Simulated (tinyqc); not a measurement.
## Segment and feed resistance from two drops

Problem. A rail is fed at one end through Rq; K loads of Ij follow, each after a segment Rs. The drop at load j is K Ij Rq + Rs Ij sum_(l=1..j) (K - l + 1). Find Rs, Rq and the worst drop, at the middle, if the rail were fed through Rq at both ends: K Ij Rq/2 + Rs Ij K^2/8 with the load taken as continuous.

Inputs (values chosen for the exercise):
- K = 26 (number of equal loads)
- Ij = 0.41 mA (current of each load)

drops at the first and at the last load (mV): [5.5432000, 61.508200]

Solution. The difference of the two drops is Rs Ij K (K - 1)/2, which gives Rs; the first drop then gives Rq.

Rs = 0.420 ohm
Rq = 0.100 ohm
drop at the middle with two feeds = 15.1 mV

tinyqc, about 0.3 s, one thread, Intel Xeon 2.30GHz (shared host): `OMP_NUM_THREADS=1 python tinyqc.py 2770224 2770225 out.jsonl`
